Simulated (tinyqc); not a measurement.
Raising U: Hubbard chain of 3 sites, mean field against exact. Computed by the program tinyqc. 

one-body matrix (hopping and site energies) (eV):
```
         1        2        3
1   0.5000  -1.7800   0.0000
2  -1.7800   0.5400  -1.7800
3   0.0000  -1.7800  -0.5300
```

electrons, up and down: 2  1

Collinear unrestricted mean field (the lowest of 40 random starts) against exact diagonalisation.

Exact and mean-field results (eV):
```
U          U/t   E exact  E mean field  mean |n_up - n_down|  double occupancy, exact  first gap in the sector
0.890    0.500  -4.10265      -4.08425                 0.345                    0.198                    2.352
1.780    1.000  -3.60282      -3.52858                 0.392                    0.176                    2.254
3.560    2.000  -2.77833      -2.51297                 0.538                    0.134                    1.956
5.340    3.000  -2.16190      -1.73187                 0.719                    0.099                    1.659
7.120    4.000  -1.70679      -1.22251                 0.833                    0.073                    1.410
10.680   6.000  -1.11066      -0.66450                 0.925                    0.042                    1.055
14.240   8.000  -0.75291      -0.37516                 0.958                    0.027                    0.830
21.360  12.000  -0.35746      -0.08197                 0.981                    0.013                    0.574
35.600  20.000  -0.01899       0.15429                 0.993                 4.86e-03                    0.352
```

In absolute terms mean field is worst at U/t = 4.0, 0.484 eV too high: at small U it is nearly exact, and at large U it misses only exchange-scale energies. Relative to the exact energy its error is 0.4 % at the smallest U, 913 % at most and 913 % at the largest. The double occupancy falls from 0.198 to 0.005.
